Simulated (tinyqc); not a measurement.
From results back to parameters: two-band k.p model of the X valleys of a zinc-blende crystal. Two cases, with inputs chosen for the exercise.

Problem. The lower band E = e - sqrt(D^2/4 + D0 e), e = c k^2/ml, c = hbar^2/2m0, has a hump dE = (D0/4)(1 - D/D0)^2 at X and minima at k_m^2 = ml D0 (1 - (D/D0)^2)/(4 c), with D0 > D. D, dE and k_m are given.

Constants: hbar^2/2m0 = 3.80998211 eV angstrom^2.

Case 1.

Values chosen (out of a larger set: of the order of those of GaP; not measured data): D = 0.372 eV (splitting of the two conduction levels at X).

dE = 0.75246 meV
k_m = 0.0609095 1/angstrom

Case 2.

Values chosen (out of a larger set: of the order of those of GaP; not measured data): D = 0.332 eV (splitting of the two conduction levels at X).

dE = 2.36705 meV
k_m = 0.0832238 1/angstrom

Find: D0; D/D0; ml.

Solution. (D0 - D)^2 = 4 dE D0 is a quadratic in D0; the root above D is D0 = D + 2 dE + sqrt((D + 2 dE)^2 - D^2). Then ml follows from k_m.

Case 1.

D0 = 0.407 eV
D/D0 = 0.9140
ml = 0.844 m0

Case 2.

D0 = 0.393 eV
D/D0 = 0.8448
ml = 0.938 m0

Computed by tinyqc, one run a case: `OMP_NUM_THREADS=1 python tinyqc.py N N+1 out.jsonl` with N = 1851182, 1880072; one thread of a shared Intel(R) Xeon(R) Processor @ 2.30GHz, about 0.01 s a run at most.
